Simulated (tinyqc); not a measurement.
Finite-difference solution of the diffusion equation on a small grid: one step, computed by the program tinyqc. Command: `OMP_NUM_THREADS=1 python tinyqc.py 3013536 3013537 out.jsonl fdiff walk`. One thread of a shared host (Intel(R) Xeon(R) Processor @ 2.30GHz), about 0.01 s of CPU time with the checks.

dC/dt = D d2C/dx2 on nodes x_j = j dx, j = 0..11; the far end is sealed.

Question. Amplification factors. The mode of M with eigenvalue mu has its amplitude multiplied per step by g = (1 + (1 - theta) r mu)/(1 - theta r mu), with theta = 0 explicit, 1 implicit, 1/2 Crank-Nicolson; the explicit scheme is stable for r up to 2/|mu_min|.

Boundary at x = 0: fixed surface value. Scheme: explicit.

operator M:
```
    0   1   2   3   4   5   6   7
0   0   0   0   0   0   0   0   0
1   1  -2   1   0   0   0   0   0
2   0   1  -2   1   0   0   0   0
3   0   0   1  -2   1   0   0   0
4   0   0   0   1  -2   1   0   0
5   0   0   0   0   1  -2   1   0
6   0   0   0   0   0   1  -2   1
7   0   0   0   0   0   0   1  -2
8   0   0   0   0   0   0   0   1
9   0   0   0   0   0   0   0   0
10  0   0   0   0   0   0   0   0
11  0   0   0   0   0   0   0   0

     8   9  10  11
0    0   0   0   0
1    0   0   0   0
2    0   0   0   0
3    0   0   0   0
4    0   0   0   0
5    0   0   0   0
6    0   0   0   0
7    1   0   0   0
8   -2   1   0   0
9    1  -2   1   0
10   0   1  -2   1
11   0   0   2  -2
```

mesh ratio r = 0.18048

Give: eigenvalues mu of M; factors g; largest stable r of the explicit scheme.

Answer.

eigenvalues mu of M: -3.9796  -3.8193  -3.5115  -3.0813  -2.5635  -2.0000  -1.4365  -0.9187  -0.4885  -0.1807  -0.0204  0.0000

factors g: 0.2818  0.3107  0.3662  0.4439  0.5373  0.6390  0.7407  0.8342  0.9118  0.9674  0.9963  1.0000

largest stable r of the explicit scheme = 0.50256

The smallest factor is 0.282: no mode changes sign, and all decay but one with mu = 0 where there is such a mode.
